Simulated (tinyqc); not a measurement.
Electron-beam lithography: double-Gaussian proximity function, edge placement and dose correction for parallel lines: one step, computed by the program tinyqc. Command: `OMP_NUM_THREADS=1 python tinyqc.py 3113401 3113402 out.jsonl proximity walk`. One thread of a shared host (Intel(R) Xeon(R) Processor @ 2.30GHz), about 0.01 s of CPU time with the checks.

Lines are infinitely long. Absorbed energy is counted so that the middle of a very large area written at dose 1 receives 1; the resist develops where it exceeds 1/2.

Problem. Shot noise and writing time. With dose = d_s D0: electrons per pixel N = dose x pixel area/e; relative noise 1/sqrt(N); time per cm^2 of pattern area = dose x density/current; pixel rate = current/(dose x pixel area).

Inputs (values chosen for the exercise, of the order of those for 50 keV electrons in resist on silicon): beam current = 16 nA; pixel size = 2 nm; pattern density around the test line = 0.35.

dose = 133.1348 microcoulomb/cm^2

Constants: e = 1.602176634e-19 C.

Give: electrons per pixel; shot noise; writing time per cm^2; pixel rate.

Solution.

electrons per pixel = 33.238

shot noise = 17.345 %

writing time per cm^2 = 0.80898 h

pixel rate = 3004.5 MHz
